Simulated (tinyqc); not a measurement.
Alloy A(1-x)B(x) by interpolation with bowing: sweeps and comparisons. A value that a table varies takes the place of the one given here.

Each gap follows E(x) = (1 - x) E_A + x E_B - C x (1 - x); the lattice constant follows Vegard, a(x) = (1 - x) a_A + x a_B.

Mass at Gamma from the Kane formula 1/m = F + Ep (Eg + 2 Dso/3)/(Eg (Eg + Dso)). F is fixed by the masses of A and B and interpolated linearly, as is Ep; Eg and Dso carry their bowing.

Constants: hc = 1239.841984 eV nm.

Values chosen for the exercise (A near InAs, B near GaAs; not measured data): a = (6.062, 5.65) angstrom (lattice constant of A, B); Eg = (0.419, 1.529) eV (gap at Gamma to the s-like level of A, B); EgX = (1.453, 1.977) eV (gap to the lowest valley along Gamma-X of A, B); EgL = (1.121, 1.828) eV (gap to L of A, B); C = (0.434, 1.51, 0.292) eV (bowing of the Gamma, X and L gaps); Dso = (0.388, 0.345) eV (spin-orbit splitting of A, B); Ep = (21.6, 25.5) eV (Kane energy of A, B); me = (0.026, 0.0663) m0 (electron mass at Gamma of A, B); Cs = 0.17 eV (bowing of Dso); x = 0.48 (fraction of B).

## Gaps across the alloy

Eleven compositions.

Gaps (eV):
```
x    a (angstrom)  Gamma      X      L  lowest  wavelength (nm)
0.0        6.0620  0.419  1.453  1.121   Gamma             2959
0.1        6.0208  0.491  1.369  1.165   Gamma             2525
0.2        5.9796  0.572  1.316  1.216   Gamma             2169
0.3        5.9384  0.661  1.293  1.272   Gamma             1876
0.4        5.8972  0.759  1.300  1.334   Gamma             1634
0.5        5.8560  0.866  1.337  1.401   Gamma             1433
0.6        5.8148  0.981  1.405  1.475   Gamma             1264
0.7        5.7736  1.105  1.503  1.555   Gamma             1122
0.8        5.7324  1.238  1.631  1.640   Gamma             1002
0.9        5.6912  1.379  1.789  1.731   Gamma              899
1.0        5.6500  1.529  1.977  1.828   Gamma              811
```

The lowest valley is Gamma at every x. The Gamma gap is monotonic, since its bowing (0.434 eV) is smaller than the difference of the end gaps (1.110 eV); at x = 0.5 bowing lowers it by C/4 = 0.108 eV.

## Three ways to interpolate a mass

Linear in m, linear in 1/m, and the Kane formula.

Masses (m0):
```
x      Eg (eV)  linear in m  linear in 1/m    Kane  Kane m/Eg (1/eV)
0.000    0.419       0.0260         0.0260  0.0260            0.0621
0.125    0.510       0.0310         0.0281  0.0303            0.0594
0.250    0.615       0.0361         0.0307  0.0350            0.0570
0.375    0.734       0.0411         0.0337  0.0401            0.0547
0.500    0.866       0.0461         0.0374  0.0454            0.0524
0.625    1.011       0.0512         0.0419  0.0508            0.0502
0.750    1.170       0.0562         0.0478  0.0562            0.0480
0.875    1.343       0.0613         0.0555  0.0614            0.0457
1.000    1.529       0.0663         0.0663  0.0663            0.0434
```

At x = 0.5 the three give 0.0461, 0.0374 and 0.0454; judged by the largest distance, the Kane value is closer to the interpolation in m (largest distances 0.0010 m0 from the rule in m, 0.0088 m0 from the rule in 1/m). The ratio m/Eg varies by a factor of 1.43 while the gap varies by 3.65; a constant ratio is the two-band rule m = Eg/Ep at fixed Ep.

## What each parameter does

Gaps at x and the Kane mass. Each row changes one parameter from the base and keeps the others.

Results:
```
case                         Gamma (eV)  X (eV)  L (eV)  mass (m0)
base                             0.8435  1.3276  1.3875     0.0445
x = 0.44                         0.8005  1.3115  1.3601     0.0428
C = (0.534, 1.61, 0.392) eV      0.8185  1.3027  1.3625     0.0431
Eg = (0.44, 1.529) eV            0.8544  1.3276  1.3875     0.0432
EgX = (1.453, 1.878) eV          0.8435  1.2801  1.3875     0.0445
EgL = (1.065, 1.828) eV          0.8435  1.3276  1.3584     0.0445
Ep = (23.8, 28) eV               0.8435  1.3276  1.3875     0.0455
Cs = 0.22 eV                     0.8435  1.3276  1.3875     0.0444
```

The largest shifts from the base row, up to three for each result and ties (the steps differ in size, so this ranks the rows, not the parameters). Gamma (eV): x -0.0430, C -0.0250, Eg +0.0109; unchanged at the printed digits by EgX, EgL, Ep and Cs. X (eV): EgX -0.0475, C -0.0250, x -0.0161; unchanged at the printed digits by Eg, EgL, Ep and Cs. L (eV): EgL -0.0291, x -0.0273, C -0.0250; unchanged at the printed digits by Eg, EgX, Ep and Cs. mass (m0): x -0.0017, C -0.0014, Eg -0.0013; unchanged at the printed digits by EgX and EgL.

Program tinyqc; command `OMP_NUM_THREADS=1 python tinyqc.py 1080226 1080227 out.jsonl`; about 0.01 s on one thread of a shared Intel(R) Xeon(R) Processor @ 2.30GHz.
